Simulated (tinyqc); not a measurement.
Inside a calculation. Model: internal photoemission over an interface barrier.

tinyqc, about 0.01 s, one thread, Intel Xeon 2.30GHz (shared host): `OMP_NUM_THREADS=1 python tinyqc.py 2410049 2410050 out.jsonl` Printed values are rounded.

Electrons are excited from the valence band of a semiconductor over the barrier Phi(F) = P0 - sqrt(q F/(4 pi eps0 ei)), whose top lies at xm = sqrt(q/(16 pi eps0 ei F)). The yield is Y = A (hv - Phi)^p exp(-xm/l), with A = 1 here.

Parameters, values chosen for the exercise; dielectric values close to those of silicon nitride:

| symbol | value | unit | meaning |
|---|---|---|---|
| P0 | 3.06 | eV | barrier at zero field |
| ei | 4.11 |  | image-force permittivity |
| l | 2.3 | nm | scattering length in the image well |
| F | 1.7 | MV/cm | field in the dielectric |

Constants: q = 1.602176634e-19 C, h = 6.62607015e-34 J s, c = 299792458 m/s, eps0 = 8.8541878128e-14 F/cm where lengths are in cm. Results are converted to the units shown.

## Barrier in the field

Lowering P0 - Phi, barrier, position of its top, scattering factor and threshold wavelength.

lowering = 244.050 meV
Phi = 2.81595 eV
xm = 0.717795 nm
exp(-xm/l) = 0.731919
threshold wavelength h c/(q Phi) = 440.293 nm

## Threshold from a spectrum

| point | hv (eV) | Y |
|---|---|---|
| 0 | 2.97 | 0.002676 |
| 1 | 3.1 | 0.01677 |
| 2 | 3.23 | 0.05195 |
| 3 | 3.36 | 0.1179 |
| 4 | 3.49 | 0.2242 |
| 5 | 3.62 | 0.3805 |

The yields were made at this field. Fit Y^(1/n) on hv by least squares for n = 2 and n = 3; the zero of the line is the threshold.

| point | Y^(1/2) | Y^(1/3) |
|---|---|---|
| 0 | 0.0517301 | 0.138834 |
| 1 | 0.129499 | 0.255963 |
| 2 | 0.227925 | 0.373131 |
| 3 | 0.343366 | 0.490348 |
| 4 | 0.473498 | 0.607498 |
| 5 | 0.616847 | 0.724633 |

threshold for n = 2 = 2.94325 eV
threshold for n = 3 = 2.81598 eV

The right exponent, 3, gives 2.816 eV against Phi = 2.816 eV; the wrong one is off by 127 meV.
